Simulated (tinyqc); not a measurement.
Inside a calculation: band edges of strained Si(1-x)Ge(x) on relaxed Si(1-y)Ge(y). Values are carried at full precision from step to step, so a last printed digit may differ when a step is redone from the rounded ones.

Values are linear in the Ge fraction but for ED(x) = linear - CD x (1 - x) and a(x) = linear - Ca x (1 - x). Energies are on the common scale of Ev.

Parameters, chosen for this exercise (end members near Si and Ge, in this order; not measured data): a = (5.428, 5.653) angstrom (lattice constant); Dso = (0.044, 0.287) eV (spin-orbit splitting); av = (2.47, 1.25) eV (valence hydrostatic potential); b = (-2.09, -2.53) eV (tetragonal shear potential); d = (-4.84, -5.32) eV (trigonal shear potential); C11 = (166.3, 128.8) GPa; C12 = (63.5, 47.8) GPa; C44 = (79.9, 67.6) GPa; Ev = (0, 0.7) eV (top of the unstrained valence band); ED = (1.136, 0.93) eV (gap to the Delta valleys); EL = (1.998, 0.726) eV (gap to the L valleys); aD = (1.63, 1.22) eV (hydrostatic potential of the Delta gap); aL = (-3.25, -2.96) eV (hydrostatic potential of the L gap); XuD = (9.17, 9.72) eV (uniaxial potential, Delta); XuL = (15.77, 15.55) eV (uniaxial potential, L); CD = 0.223 eV (bowing of the Delta gap); Ca = 0.027 angstrom (bowing of the lattice constant); x = 0 (Ge fraction of the layer); y = 0.12 (Ge fraction of the relaxed buffer); face = 001 (growth face).

## Values of the layer and the buffer

Interpolate at x and at y.

Interpolated values (a in angstrom, C11, C12, C44 in GPa, all else in eV):

| symbol | layer | buffer |
|---|---|---|
| a | 5.42800 | 5.45215 |
| Dso | 0.04400 | 0.07316 |
| av | 2.47000 | 2.32360 |
| b | -2.09000 | -2.14280 |
| d | -4.84000 | -4.89760 |
| C11 | 166.30000 | 161.80000 |
| C12 | 63.50000 | 61.61600 |
| C44 | 79.90000 | 78.42400 |
| Ev | 0.00000 | 0.08400 |
| ED | 1.13600 | 1.08773 |
| EL | 1.99800 | 1.84536 |
| aD | 1.63000 | 1.58080 |
| aL | -3.25000 | -3.21520 |
| XuD | 9.17000 | 9.23600 |
| XuL | 15.77000 | 15.74360 |

## Strain of the layer on a (001) buffer

Coherent growth on a (001) face: e_par = (a(y) - a(x))/a(x), e_perp = -2 (C12/C11) e_par; exx = eyy = e_par, ezz = e_perp, no shear.

Use the elastic constants of the layer.

e_par = 0.004449
e_perp = -0.003398

strain tensor in the cubic axes:
```
          x         y          z
x  0.004449  0.000000   0.000000
y  0.000000  0.004449   0.000000
z  0.000000  0.000000  -0.003398
```

The layer is under tension in the plane; its volume changes by +0.550 %.

## Conduction valleys of the layer

A valley with unit axis u lies at Ev + gap + (av + a_valley) tr(e) + Xu (u.e.u - tr(e)/3); the Delta axes are x, y, z and the L axes [111], [1-1-1], [-11-1], [-1-11]. The second-order shift of the Delta valleys under shear is left out; it lowers the pair normal to the sheared plane by tens of meV at a shear of 1 %.

Give the hydrostatic shifts, the uniaxial shifts and the edges.

hydrostatic shifts of Delta and L (eV): 0.0226  -0.0043

uniaxial shifts (eV): Delta x 0.0240, Delta y 0.0240, Delta z -0.0480, L [111] 0.0000, L [1-1-1] 0.0000, L [-11-1] 0.0000, L [-1-11] 0.0000

valley edges (eV): Delta x 1.1825, Delta y 1.1825, Delta z 1.1106, L [111] 1.9937, L [1-1-1] 1.9937, L [-11-1] 1.9937, L [-1-11] 1.9937

The lowest set is Delta2 (the digit counts whole valleys) at 1.1106 eV; the Delta valleys spread over 72 meV and the L valleys over 0 meV.

## Valence edges of the layer

Valence edges: Ev plus the levels of the 6 x 6 matrix of X, Y, Z times spin with -Dso/3 + l exx + m (eyy + ezz) on the diagonal (cyclic), n exy off it, l = av + 2 b, m = av - b, n = sqrt(3) d. Spin-orbit term (Dso/3) L.sigma on X, Y, Z with (L_k)_ij = -i epsilon_kij: <X+|H|Y+> = -i Dso/3, <X+|H|Z-> = Dso/3, <Y+|H|Z-> = -i Dso/3, <Z+|H|X-> = -Dso/3, <Z+|H|Y-> = i Dso/3, <X-|H|Y-> = i Dso/3, and their conjugates; + and - are the spin along z.

Give the strain block and the three twofold edges.

strain block (eV), lower triangle:
```
         X        Y       Z
X  -0.0028
Y        0  -0.0028
Z        0        0  0.0464
```

edges from the top (eV): 0.0379  -0.0028  -0.0383

The top two edges are split by 41 meV.

## Gap and offsets against the buffer

Buffer: Ev(y) and Ec = Ev(y) + min(ED, EL). dEc = Ec(buffer) - Ec(layer), dEv = Ev(layer) - Ev(buffer); positive values confine the carrier in the layer; type I if both have one sign.

gap of the strained layer = 1.0727 eV
gap of the buffer = 1.0877 eV
dEc = 0.0611 eV
dEv = -0.0461 eV

Type II: electrons collect in the layer (61 meV) and holes in the buffer (46 meV). The relaxed layer would have a gap of 1.136 eV, so strain has moved it by -63 meV. An offset this small is within the spread of published parameter sets, so the type is not settled by this model.

## Checks

- Mean of the three Delta edges against the hydrostatic shift alone (eV): both 1.15855.

(tinyqc, `OMP_NUM_THREADS=1 python tinyqc.py 1081585 1081586 out.jsonl`, Intel(R) Xeon(R) Processor @ 2.30GHz, 1 thread, shared host, about 0.02 s.)
